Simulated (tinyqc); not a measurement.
Energy and lattice constant: complex band structure along [001] in sp3s* tight binding.

For k = (0, 0, kz) the phase sums are g0 = cos(phi) and g3 = i sin(phi), phi = kz a/4, and the s, pz, s* orbitals of anion (a) and cation (c) decouple from px, py. With z = exp(i phi), H(z) = H0 + z T + T^T/z for any complex z. H0 is diagonal (Esa, Epa, Exa, Esc, Epc, Exc). The anion-cation block is B(z) = z U + W/z and the cation-anion block z W^T + U^T/z, where U has Vss/2 (s,s), Vsapc/2 (s,z), -Vscpa/2 (z,s), Vxx/2 (z,z), Vxapc/2 (s*,z), -Vpaxc/2 (z,s*), and W has the same values with the s-z and s*-z signs reversed. |z| = 1 is a band state, |z| < 1 decays along [001] as exp(-kappa d) over a distance d, kappa = -(4/a) ln|z|. No spin-orbit coupling.

Inputs chosen for the exercise (out of a larger set: near a published set for InP, fitted to gaps, whose masses and valley positions are rough (light masses up to twice too heavy); not measured data): p = (-8.557, 0.874, -1.478, 4.031, 8.296, 7.078, -5.365, 1.887, 4.232, 2.231, 5.562, 3.449, 4.495) eV (order Esa, Epa, Esc, Epc, Exa, Exc, Vss, Vxx, Vxy, Vsapc, Vscpa, Vxapc, Vpaxc); a = 5.863 angstrom (lattice constant); dE = 0.41 eV (E - Ev).

The slowest root of the s-pz block and the heavy-hole branch, sinh^2(kappa a/4) = ((E - Epa)(E - Epc) - Vxx^2)/(Vxx^2 - Vxy^2), at E = Ev + dE with Ev the lower root of [[Epa, Vxx], [Vxx, Epc]]; the couplings are kept when a changes.

Results for these values:
```
case  slowest kappa (1/angstrom)  heavy-hole kappa (1/angstrom)
base                      0.0880                         0.2399
```

What happens to each result for dE = 0.44 eV, all else kept?

Answer: slowest kappa rises from 0.0880 to 0.0900; heavy-hole kappa rises from 0.2399 to 0.2474.

The same for each parameter in turn:
```
case                slowest kappa (1/angstrom)  heavy-hole kappa (1/angstrom)
base                                    0.0880                         0.2399
dE = 0.44 eV                            0.0900                         0.2474
a = 6.039 angstrom                      0.0854                         0.2330
```

With the couplings fixed, kappa a stays, so kappa scales as 1/a.

Run: tinyqc, `OMP_NUM_THREADS=1 python tinyqc.py 1482447 1482448 out.jsonl`; Intel(R) Xeon(R) Processor @ 2.30GHz, one thread, shared host; about 0.01 s of CPU time with all checks.
